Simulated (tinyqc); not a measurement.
# Capacitances against the relative permittivity between the lines

Endless row of lines of width wl, height tl and space sl between grounded planes at distance hd; e2 fills the gaps beside the lines, e1 the rest. Laplace's equation is solved on meshes of 3, 6 and 12 steps per unit u and extrapolated (Aitken), which is good to about 0.2 %. C_even (all lines at 1 V) is the capacitance Cg to the planes; C_odd (neighbours in antiphase) = Cg + 4 Cc if only nearest neighbours couple, which defines Cc; total with quiet neighbours Cg + 2 Cc. Plate values 2 eps0 e1 wl/hd and eps0 e2 tl/sl.

Parameters, values chosen for the exercise: relative permittivity above and below the lines e1 = 4.2; line width, in units u wl = 6 u; line height tl = 6 u; space between lines sl = 4 u; distance to each plane hd = 4 u.

Constants: eps0 = 8.8541878128e-12 F/m. Results are converted to the units shown.

The same in every row: plate Cg (aF/um) = 112.

Capacitances against the relative permittivity between the lines:
```
e2	Cg (aF/um)	Cc (aF/um)	Cg + 2 Cc (aF/um)	C_odd (aF/um)	plate Cc (aF/um)	share of coupling, 2 Cc/(Cg + 2 Cc) (%)
1	166	22.5	211	256	13.3	21.3
1.5	168	28.9	226	283	19.9	25.6
2	170	35.3	240	311	26.6	29.4
2.5	171	41.8	255	338	33.2	32.8
3	172	48.3	269	365	39.8	35.9
3.9	174	60.0	294	414	51.8	40.8
5	176	74.4	324	473	66.4	45.9
7	178	101	379	581	93.0	53.2
```

As e2 goes from 1 to 7, Cg rises from 166 to 178 aF/um, Cc rises from 22.5 to 101 aF/um and the share of coupling rises from 21.3 to 53.2 %. Cg is 1.49 times its plate value in the first row and 1.59 times in the last; for Cc the ratios are 1.69 and 1.08. Neighbours in antiphase raise the load by a factor of 1.21 and 1.53 over quiet ones.

Numbers from tinyqc (`OMP_NUM_THREADS=1 python tinyqc.py 2790184 2790185 out.jsonl`; about 0.6 s on one thread of a shared Intel Xeon 2.30GHz).
